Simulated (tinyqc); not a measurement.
Trench capacitor in an array: capacitance, non-linearity, leakage and relaxation: one step of the calculation.

A film between two metal electrodes, each interface adding a series capacitance ci. The small-signal permittivity is ek (1 + aq E^2); the field is found with the linear permittivity. Leakage J = J0 sinh(E/Ef). After a voltage step the film passes a relaxation current kr C V tt^(-nr), tt being the time in seconds. The sidewall is a coaxial capacitor with radii a = dm/2 - t and b = dm/2, depth AR dm; the end face is left out.

Problem. Cell capacitance, fields and time constant. Per length 1/c = ln(b/a)/(2 pi eps0 ek) + (1/a + 1/b)/(2 pi ci); cell capacitance c AR dm; per footprint over pt^2; fields c V/(2 pi eps0 ek r) at r = a and b; resistance of the inner electrode rho AR dm/(pi a^2); time constant R C/3 of the distributed line.

Parameters, values chosen for the exercise; permittivity of the order of that of silicon nitride:
- ek = 6.97 (relative permittivity of the film)
- t = 20 nm (film thickness)
- ci = 1000 uF/cm^2 (capacitance of each electrode interface (dead layer and screening))
- V = 1.9 V (bias)
- dm = 160 nm (diameter of the hole)
- AR = 10 (aspect ratio, depth over diameter)
- pt = 300 nm (pitch of the square array)
- rho = 290 uohm cm (resistivity of the inner electrode)

Constants: eps0 = 8.8541878128e-14 F/cm where lengths are in cm. Results are converted to the units shown.

Wanted: a; b; cell capacitance; capacitance per footprint; field at a; field at b; R; R C/3.

Solution.

a = 60.000 nm
b = 80.000 nm
cell capacitance = 2.1552 fF
capacitance per footprint = 2.3947 uF/cm^2
field at a = 1.1001 MV/cm
field at b = 0.82505 MV/cm
R = 0.41027 kohm
R C/3 = 0.29474 ps

The array gives 7.77 times the planar capacitance per footprint; curvature makes the field at the inner electrode 1.16 times the planar value.

Numbers from tinyqc (`OMP_NUM_THREADS=1 python tinyqc.py 2102036 2102037 out.jsonl`; about 0.01 s on one thread of a shared Intel Xeon 2.30GHz).
